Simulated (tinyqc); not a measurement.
Speciation in dilute and buffered hydrofluoric acid, oxide etch rate and bath loading: one step, computed by the program tinyqc. Command: `OMP_NUM_THREADS=1 python tinyqc.py 3120637 3120638 out.jsonl hfetch walk`. One thread of a shared host (Intel(R) Xeon(R) Processor @ 2.30GHz), about 0.01 s of CPU time with the checks.

Concentrations stand for activities, NH4+ and Cl- are spectators, and water ionisation is neglected. H, F and HF2 denote the ions H+, F- and HF2-. The base temperature is 298 K.

Task: One trial. Fluoride balance: [HF] + [F] + 2 [HF2] + 2 [H2F2] = HF added + NH4F added. Acid balance: [H] + [HF] + [HF2] + 2 [H2F2] = HF added + HCl added. For a trial [H], [HF] = [H][F]/K1, and the fluoride balance is a quadratic in [F]. Take pH = 3. The residual is the left side of the acid balance less the right.

Inputs (values chosen for the exercise, of the order of those for thermal oxide at room temperature): HF added = 0.036 mol/L; NH4F added = 0 mol/L; HCl added = 0 mol/L; K1 = [H][F]/[HF] = 0.000655 mol/L; K2 = [HF2]/([HF][F]) = 3.98 L/mol; K3 = [H2F2]/[HF]^2 = 2.86 L/mol.

Give: [F]; [HF]; [HF2]; [H2F2]; residual.

Result:

[F] = 0.012637 mol/L

[HF] = 0.019293 mol/L

[HF2] = 9.7035e-04 mol/L

[H2F2] = 0.0010646 mol/L

residual = -0.012607 mol/L

The residual is negative, so the pH lies below 3.
